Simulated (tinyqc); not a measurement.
Inside a calculation. Method: Hueckel theory of the pi electrons, for the molecule C=CC(=C)C=CN (SMILES; centres numbered as the heavy atoms are written). One step of it, computed by the program tinyqc.

Task: Energy, charges, bond orders. E = sum n x; q_r = z_r - P_rr; bond order p = P_rs; free valence = sqrt(3) - sum of p over the bonds of the atom.

x values: 2.075073  1.751149  0.862274  0.400450  -0.573884  -1.072198  -1.942864

occupations: 2.000000  2.000000  2.000000  2.000000  0.000000  0.000000  0.000000

charge and bond-order matrix P:
```
,1C,2C,3C,4C,5C,6C,7N
1C,0.994804,0.909861,0.006732,-0.400301,-0.103987,-0.017699,0.026714
2C,0.909861,1.001536,0.405572,0.006732,-0.010967,-0.082616,0.025911
3C,0.006732,0.405572,0.990569,0.805874,0.426943,0.027461,-0.053940
4C,-0.400301,0.006732,0.805874,1.089285,-0.105448,-0.378931,0.166136
5C,-0.103987,-0.010967,0.426943,-0.105448,1.134445,0.845338,-0.250988
6C,-0.017699,-0.082616,0.027461,-0.378931,0.845338,0.906193,0.353728
7N,0.026714,0.025911,-0.053940,0.166136,-0.250988,0.353728,1.883168
```

Centres:
```
centre,"z_r, pi electrons of the neutral centre",h
1C,1,0.000000
2C,1,0.000000
3C,1,0.000000
4C,1,0.000000
5C,1,0.000000
6C,1,0.000000
7N,2,1.500000
```

Bonds:
```
i,j,k
1,2,1
2,3,1
3,4,1
3,5,1
5,6,1
6,7,0.800000
```

Give: pi energy = 8 alpha + this times beta; pi charges; Bond orders and lengths from R = 1.517 - 0.180 p; free valence of the carbons; gap between the highest filled and the next level.

Result:

pi energy = 8 alpha + this times beta = 10.178

pi charges: 1C 0.005, 2C -0.002, 3C 0.009, 4C -0.089, 5C -0.134, 6C 0.094, 7N 0.117

Bond orders and lengths from R = 1.517 - 0.180 p (angstrom, C-C alone):
```
bond,p,R
1-2,0.910,1.353
2-3,0.406,1.444
3-4,0.806,1.372
3-5,0.427,1.440
5-6,0.845,1.365
6-7,0.354,-
```

free valence of the carbons: 1C 0.822, 2C 0.417, 3C 0.094, 4C 0.926, 5C 0.460, 6C 0.533

gap between the highest filled and the next level = 0.974 |beta|
